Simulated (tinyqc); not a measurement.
## Reflectance at normal incidence against thickness

Normal incidence on air, film (n1) and substrate (N2 = n2 - i k2): r01 = (1 - n1)/(1 + n1), r12 = (n1 - N2)/(n1 + N2), amplitude (r01 + r12 X)/(1 + r01 r12 X), X = exp(-4 pi i n1 d/lam), R its squared modulus, phase from 0 to 360 degrees.

Parameters, values chosen for the exercise:
- lam = 632.8 nm (wavelength)
- n1 = 1.287 (index of the transparent film)
- n2 = 3.882 (index of the substrate)
- k2 = 0.019 (extinction coefficient of the substrate)

Reflectance at normal incidence against thickness:

| d (nm) | R (%) | phase of the reflected amplitude (degrees) |
|---|---|---|
| 0 | 34.850 | 179.85 |
| 31 | 32.592 | 145.51 |
| 62 | 26.513 | 106.70 |
| 94 | 19.150 | 56.315 |
| 125 | 16.169 | 355.45 |
| 156 | 20.043 | 295.86 |
| 188 | 27.546 | 247.27 |
| 219 | 33.182 | 209.41 |
| 250 | 34.806 | 175.33 |

R goes from 34.9 through a minimum of 16.2 (at d = 125 nm among the rows listed) to 34.8 %. At a quarter wave, d = 123 nm, R = 16.1 %; for a transparent substrate it would vanish for n1 = sqrt(n2) = 1.97.

tinyqc, about 0.5 s, one thread, Intel Xeon 2.30GHz (shared host): `OMP_NUM_THREADS=1 python tinyqc.py 2870180 2870181 out.jsonl`
